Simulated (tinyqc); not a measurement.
Band-to-band tunnelling in a uniform field: complex band structure along [001] in sp3s* tight binding.

For k = (0, 0, kz) the phase sums are g0 = cos(phi) and g3 = i sin(phi), phi = kz a/4, and the s, pz, s* orbitals of anion (a) and cation (c) decouple from px, py. With z = exp(i phi), H(z) = H0 + z T + T^T/z for any complex z. H0 is diagonal (Esa, Epa, Exa, Esc, Epc, Exc). The anion-cation block is B(z) = z U + W/z and the cation-anion block z W^T + U^T/z, where U has Vss/2 (s,s), Vsapc/2 (s,z), -Vscpa/2 (z,s), Vxx/2 (z,z), Vxapc/2 (s*,z), -Vpaxc/2 (z,s*), and W has the same values with the s-z and s*-z signs reversed. |z| = 1 is a band state, |z| < 1 decays along [001] as exp(-kappa d) over a distance d, kappa = -(4/a) ln|z|. No spin-orbit coupling.

Constants: hbar^2/2m0 = 3.80998211 eV angstrom^2.

Parameters, chosen for this exercise (out of a larger set: near a published set for GaAs, fitted to gaps, whose masses and valley positions are rough (light masses up to twice too heavy); not measured data): p = (-8.332, 1.038, -2.663, 3.662, 8.587, 6.742, -6.502, 1.957, 5.095, 4.515, 5.796, 4.86, 4.781) eV (order Esa, Epa, Esc, Epc, Exa, Exc, Vss, Vxx, Vxy, Vsapc, Vscpa, Vxapc, Vpaxc); a = 5.653 angstrom (lattice constant).

Ev = -0.00610 eV
EG (direct gap) = 1.60158 eV

masses of this model, from the curvature at Gamma (m0): m_lh 0.09152, m_e 0.12299

WKB at zero transverse momentum: T = exp(-2 I/(eF)), I = integral of kappa dE across the direct gap (8 Gauss-Legendre points in theta, E = EG sin^2 theta, 0 to pi/2); 1 MV/cm = 0.01 V/angstrom. The two-band form gives I = (pi/8) sqrt(m/c) EG^(3/2) with m = 2 m_lh m_e/(m_lh + m_e).

Tunnelling:

| F (MV/cm) | path EG/eF (angstrom) | exponent 2I/eF | T, tight binding | T, two-band |
|---|---|---|---|---|
| 0.50 | 320.3 | 52.458 | 1.65e-23 | 1.13e-23 |
| 0.75 | 213.5 | 34.972 | 6.48e-16 | 5.02e-16 |
| 1.00 | 160.2 | 26.229 | 4.06e-12 | 3.35e-12 |
| 1.50 | 106.8 | 17.486 | 2.55e-08 | 2.24e-08 |
| 2.00 | 80.1 | 13.115 | 2.02e-06 | 1.83e-06 |
| 3.00 | 53.4 | 8.743 | 0.000160 | 0.000150 |
| 4.00 | 40.0 | 6.557 | 0.00142 | 0.00135 |

I, tight binding = 0.131146 eV/angstrom
I, two-band = 0.132103 eV/angstrom

The two-band integral is +0.73 % from the tight-binding one, which makes the two-band T 0.6819 times the other at 0.5 MV/cm and 0.9533 times at 4 MV/cm. Doubling the field from 1 to 2 MV/cm halves the exponent and raises T by a factor 4.96e+05.

tinyqc: `OMP_NUM_THREADS=1 python tinyqc.py 1452708 1452709 out.jsonl`; about 0.01 s, one thread, shared Intel(R) Xeon(R) Processor @ 2.30GHz.
